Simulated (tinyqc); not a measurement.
Four-point probe, van der Pauw, Hall and spreading-resistance readings of a semiconductor layer: one step, computed by the program tinyqc.

The layer is uniform and ohmic; contacts are points unless a radius is given.

Task: Hall reading. V_H = r_H I B/(e n t); apparent density n/r_H; Hall mobility r_H mu; Hall angle tan = r_H mu B (SI).

Inputs (values chosen for the exercise, modelled on n-type silicon):
```
quantity             value        unit
carrier density n  4.3e+16      1/cm^3
drift mobility mu     1080  cm^2/(V s)
layer thickness t      230  micrometre
current I              0.8          mA
magnetic field B      0.81           T
Hall factor r_H        1.1           -
```

Backing of the layer: insulating.

Constants: e = 1.602176634e-19 C.

Give: Hall voltage; apparent density; Hall mobility; tangent of the Hall angle.

Result:

Hall voltage = 0.4498 mV

apparent density = 3.909e+16 1/cm^3

Hall mobility = 1188 cm^2/(V s)

tangent of the Hall angle = 0.096228
